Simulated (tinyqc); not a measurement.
Resistance of a source-drain extension with a graded tip: one step of the calculation.

y runs along the channel, the gate covers y > 0. The doping is N0 for y < y0 and N0 10^(-(y - y0)/la) beyond, uniform over the depth xj. Sheet conductance s(y) = q mu(N) max(N - Nch, 0) xj + (for y > 0) ma Cox Vo, with mu(N) = u0 + (u1 - u0)/(1 + (N/Nr)^au) and Cox = eps0 eox/tox. Current is taken as one-dimensional; depletion of the tip, spreading and the contact are left out. The metallurgical junction lies at yj, where N = Nch.

Task. Resistance of the overlapped part. Midpoint rule on 11 equal steps from 0 to yj: R_ov = sum h/s(y), per width.

Parameters, values chosen for the exercise; mobility law close to that of holes in silicon:
```
symbol    value        unit                                                               meaning
eox        22.4              relative permittivity of the gate insulator (close to hafnium oxide)
tox         9.9          nm                                                   insulator thickness
N0       5.6e19       cm^-3                      active doping of the extension far from the gate
la          2.2   nm/decade                                                    lateral abruptness
y0         -0.8          nm        position under the gate where the fall begins (gate edge at 0)
xj           24          nm                                                depth of the extension
Nch      3.1e18       cm^-3                                                        channel doping
Vo         0.83           V                                                        gate overdrive
ma           80  cm^2/(V s)                                    mobility of the gate-induced layer
u1        470.5  cm^2/(V s)                                                mobility at low doping
u0         44.9  cm^2/(V s)                                               mobility at high doping
Nr      2.23e17       cm^-3                                                      reference doping
au        0.719                                                                          exponent
```

Constants: q = 1.602176634e-19 C, eps0 = 8.8541878128e-14 F/cm where lengths are in cm. Results are converted to the units shown.

Wanted: y; N; doped conductance; sheet resistance; R_ov.

Result.

| point | y (nm) | N (cm^-3) | doped conductance (uS) | sheet resistance (ohm/square) |
|---|---|---|---|---|
| 0 | 0.08932 | 2.208e19 | 437.7 | 1752 |
| 1 | 0.2680 | 1.831e19 | 363.1 | 2016 |
| 2 | 0.4466 | 1.519e19 | 299.5 | 2312 |
| 3 | 0.6252 | 1.260e19 | 245.0 | 2645 |
| 4 | 0.8039 | 1.045e19 | 198.1 | 3020 |
| 5 | 0.9825 | 8.669e18 | 157.3 | 3444 |
| 6 | 1.161 | 7.190e18 | 121.5 | 3928 |
| 7 | 1.340 | 5.964e18 | 89.79 | 4488 |
| 8 | 1.518 | 4.947e18 | 61.28 | 5147 |
| 9 | 1.697 | 4.104e18 | 35.34 | 5940 |
| 10 | 1.876 | 3.404e18 | 11.38 | 6925 |

R_ov = 7.434 ohm um

Computed by the program tinyqc: `OMP_NUM_THREADS=1 python tinyqc.py 2282188 2282189 out.jsonl`, one thread of a shared Intel Xeon 2.30GHz, about 0.03 s for the whole run.
